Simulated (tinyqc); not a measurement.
Dispersion against the sound-wave line: Born-von Karman spring model of a cubic crystal with one atom per cell. Computed by tinyqc, a small Python program. Command: `OMP_NUM_THREADS=1 python tinyqc.py 3010585 3010586 out.jsonl springs walk`. One thread of a shared host (Intel(R) Xeon(R) Processor @ 2.30GHz), about 0.2 s of CPU time with the checks.

First neighbours lie at a/2 (1,1,0) (12 of them), second at a (1,0,0) (6), with all permutations and signs; the volume per atom is Omega = a^3/4. Two shells of springs match a real metal only roughly, above all at the zone boundary.

Inputs (values chosen for the exercise, modelled on gold):
```
quantity,value,unit
atomic mass M,196.97,u
radial spring k1L,2.28,eV/angstrom^2
transverse spring k1T,-0.32,eV/angstrom^2
radial spring k2L,0.24,eV/angstrom^2
transverse spring k2T,-0.072,eV/angstrom^2
```

Lattice: fcc.

Constants: nu for 1 eV/(angstrom^2 u) = 15.6333042 THz.

Method:
- A neighbour at R with unit vector n couples by the matrix K(R) = kL n n^T + kT (1 - n n^T), and D(q) = (1/M) sum_R K(R) [1 - cos(q.R)].
- An eigenvalue lambda of D in eV/(angstrom^2 u) gives nu = 15.6333042 THz x sqrt(lambda).
- The last column divides the top branch by the straight line with its slope at G. End points in 2 pi/a: X = (1, 0, 0), L = (0.5, 0.5, 0.5).

Frequencies (THz) along two lines:
```
line,fraction of the way,nu 1,nu 2,nu 3,nu 3 / linear
G-X,0.10,0.3552,0.3552,0.7680,0.99349
G-X,0.25,0.8836,0.8836,1.8560,0.96036
G-X,0.40,1.3929,1.3929,2.7927,0.90314
G-X,0.55,1.8546,1.8546,3.5230,0.82859
G-X,0.70,2.2287,2.2287,4.0281,0.74437
G-X,0.85,2.4740,2.4740,4.3175,0.65706
G-X,1.00,2.5596,2.5596,4.4109,0.57058
G-L,0.10,0.2301,0.2301,0.7257,0.99589
G-L,0.25,0.5629,0.5629,1.7753,0.97450
G-L,0.40,0.8647,0.8647,2.7267,0.93549
G-L,0.55,1.1186,1.1186,3.5275,0.88016
G-L,0.70,1.3107,1.3107,4.1334,0.81033
G-L,0.85,1.4304,1.4304,4.5108,0.72827
G-L,1.00,1.4710,1.4710,4.6390,0.63662
```

What follows from these numbers?

Along G-X the top branch ends at 57 % of its linear extrapolation. Along G-L the top branch ends at 64 % of its linear extrapolation, which is the 2/pi of a pure sine: planes normal to this line couple to their next planes alone. A Debye model keeps the straight line throughout.
